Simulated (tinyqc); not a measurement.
Inside a calculation. Method: Luttinger-Kohn k.p, four valence bands. One step of it, computed by the program tinyqc.

Question. Levels at k. Diagonalise the Hermitian matrix.

H(k) at k (eV):
```
                      3/2                  1/2                -1/2                -3/2
3/2              0.036538  -0.008287-0.009392i  0.000313-0.005419i            0.000000
1/2   -0.008287+0.009392i             0.041263            0.000000  0.000313-0.005419i
-1/2   0.000313+0.005419i             0.000000            0.041263  0.008287+0.009392i
-3/2             0.000000   0.000313+0.005419i  0.008287-0.009392i            0.036538
```

Give: eigenvalues.

Answer.

eigenvalues (eV): 0.0250  0.0250  0.0528  0.0528
